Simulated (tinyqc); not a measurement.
Carrier lifetime of a p-type layer with SRH, radiative, Auger and surface recombination: one step of the calculation.

Uniform excess density dn = dp (no trapping), n = n0 + dn, p = p0 + dn, Boltzmann statistics, full ionisation. Surfaces enter as a rate 2 S dn/d, which holds while diffusion to them is fast.

Question. Lifetime, shares and quasi-Fermi splitting. With e = n p - ni^2 = dn (n0 + p0 + dn): U_SRH = e/(tp0 (n + n1) + tn0 (p + p1)), U_rad = B e, U_Aug = (Cn n + Cp p) e, U_s = 2 S dn/d. tau = dn/U, shares of U, splitting Vt ln(n p/ni^2), radiative efficiency U_rad/U.

Values chosen for this exercise; band and dielectric values close to those of silicon:

| symbol | value | unit | meaning |
|---|---|---|---|
| T | 250 | K | temperature |
| B | 4.79e-15 | cm^3/s | radiative coefficient |
| Cn | 3.5e-31 | cm^6/s | Auger coefficient (two electrons) |
| Cp | 1.6e-31 | cm^6/s | Auger coefficient (two holes) |
| S | 800 | cm/s | surface recombination velocity (both faces) |
| d | 30 | um | sample thickness |

Constants: q = 1.602176634e-19 C, kB = 1.380649e-23 J/K, Vt = kB T/q. Results are converted to the units shown.

converged dn = 9.9870391e16 cm^-3
ni = 1.0605479e8 cm^-3
n0 = 1.7574404 cm^-3
p0 = 6.4e15 cm^-3
n1 = 7.4394711e11 cm^-3
p1 = 15118.842 cm^-3
tn0 = 1.1695906e-8 s
tp0 = 5.8479532e-6 s

Wanted: tau; shares; quasi-Fermi splitting.

Answer.

tau = 1.3871e-6 s
shares (%): SRH 25.185, radiative 0.071, Auger 0.766, surface 73.978
quasi-Fermi splitting = 0.89165 V

Surface recombination takes the largest share. dn is 16 times the doping: high injection.

tinyqc, about 0.01 s, one thread, Intel Xeon 2.30GHz (shared host): `OMP_NUM_THREADS=1 python tinyqc.py 2300151 2300152 out.jsonl`
